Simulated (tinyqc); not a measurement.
From results back to parameters: density of states of one tight-binding band on the simple cubic lattice. Two cases, with inputs chosen for the exercise.

Problem. For E(k) = -2 t (c1 + c2 + c3) - 4 t2 (c1 c2 + c2 c3 + c3 c1), ci = cos(2 pi ki), two differences between symmetry points are known: Gamma = (0, 0, 0), X = (1/2, 0, 0), M = (1/2, 1/2, 0), R = (1/2, 1/2, 1/2).

Case 1.

E(X) - E(Gamma) = 5.7600 eV
E(M) - E(X) = 4.9600 eV

Case 2.

E(X) - E(Gamma) = 4.6400 eV
E(M) - E(X) = 9.7600 eV

Find: t; t2; E(R) - E(M).

Solution. E(Gamma) = -6t - 12 t2, E(X) = -2t + 4 t2, E(M) = 2t + 4 t2, E(R) = 6t - 12 t2.

Case 1.

t = 1.240 eV
t2 = 0.050 eV
E(R) - E(M) = 4.160 eV

Case 2.

t = 2.440 eV
t2 = -0.320 eV
E(R) - E(M) = 14.880 eV

Computed by tinyqc, one run a case: `OMP_NUM_THREADS=1 python tinyqc.py N N+1 out.jsonl` with N = 1680866, 1680890; one thread of a shared Intel(R) Xeon(R) Processor @ 2.30GHz, about 0.2 s a run at most.
